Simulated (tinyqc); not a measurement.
Shallow donor in an anisotropic valley (effective-mass theory): one step. Energy of one trial function. Three cases, with inputs chosen for the exercise.

Task: Evaluate T, V and E. Scaling both radii by f changes T to T/f^2 and V to V/f, so the best factor is f = -2T/V, with energy -V^2/(4T).

One valley: H = -c [(d2/dx2 + d2/dy2)/mt + (d2/dz2)/ml] - q/(eps r), c = hbar^2/2m0, q = e^2/(4 pi eps0). Trial function exp(-sqrt((x^2 + y^2)/a^2 + z^2/b^2)) with a > b: T = (c/3)(2/(mt a^2) + 1/(ml b^2)), V = -(q/eps) atan(u/b)/u, u = sqrt(a^2 - b^2). The central cell of the impurity is left out.

Constants: hbar^2/2m0 = 3.80998211 eV angstrom^2; e^2/(4 pi eps0) = 14.39964547 eV angstrom.

Case 1.

Values chosen (near those of a group-V donor in Si; shifted at random, so the results belong to these values and not to a real crystal): ml = 0.927 m0 (longitudinal mass); mt = 0.187 m0 (transverse mass); eps = 11.2 (dielectric constant); a = 20.6 angstrom (trial radius across the axis); b = 11.3 angstrom (trial radius along the axis).

Case 2.

Values chosen (near those of a group-V donor in Si; shifted at random, so the results belong to these values and not to a real crystal): ml = 0.926 m0 (longitudinal mass); mt = 0.187 m0 (transverse mass); eps = 11.2 (dielectric constant); a = 28.8 angstrom (trial radius across the axis); b = 12 angstrom (trial radius along the axis).

Case 3.

Values chosen (near those of 3C SiC; shifted at random, so the results belong to these values and not to a real crystal): ml = 0.656 m0 (longitudinal mass); mt = 0.256 m0 (transverse mass); eps = 10 (dielectric constant); a = 14.9 angstrom (trial radius across the axis); b = 12.8 angstrom (trial radius along the axis).

Give: T; V; E; best scale factor; energy after scaling.

Result:

Case 1.

T = 42.737 meV
V = -73.911 meV
E = -31.174 meV
best scale factor = 1.1564
energy after scaling = -31.956 meV

The virial ratio -V/T is 1.729; it is 2 at the best scale. Scaling gains 0.782 meV.

Case 2.

T = 25.900 meV
V = -56.033 meV
E = -30.133 meV
best scale factor = 0.9245
energy after scaling = -30.306 meV

The virial ratio -V/T is 2.163; it is 2 at the best scale. Scaling gains 0.173 meV.

Case 3.

T = 56.507 meV
V = -101.455 meV
E = -44.947 meV
best scale factor = 1.1139
energy after scaling = -45.539 meV

The virial ratio -V/T is 1.795; it is 2 at the best scale. Scaling gains 0.591 meV.

Computed by tinyqc, one run a case: `OMP_NUM_THREADS=1 python tinyqc.py N N+1 out.jsonl` with N = 1250716, 1250765, 1251118; one thread of a shared Intel(R) Xeon(R) Processor @ 2.30GHz, about 0.01 s a run at most.
